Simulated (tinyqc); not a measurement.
UKS/exchange-only LDA in the sto-3g basis, for H4, spin multiplicity 3, step by step. One step of it, computed by the program tinyqc.

Problem. Orthogonalisation. S = U s U^T; symmetric (Loewdin) form X = U s^(-1/2) U^T, so that X^T S X = 1.

overlap S, order 1H 1s, 2H 1s, 3H 1s, 4H 1s:
$$\begin{pmatrix}
1.000000 & 0.387536 & 0.046710 & 0.003472 \\
0.387536 & 1.000000 & 0.324692 & 0.046710 \\
0.046710 & 0.324692 & 1.000000 & 0.387536 \\
0.003472 & 0.046710 & 0.387536 & 1.000000
\end{pmatrix}$$

Give: eigenvalues of S; X.

Solution.

eigenvalues of S: [0.459, 0.701, 1.213, 1.627]

X, order 1H 1s, 2H 1s, 3H 1s, 4H 1s:
$$\begin{pmatrix}
1.066 & -0.225 & 0.032 & -0.005 \\
-0.225 & 1.115 & -0.197 & 0.032 \\
0.032 & -0.197 & 1.115 & -0.225 \\
-0.005 & 0.032 & -0.225 & 1.066
\end{pmatrix}$$
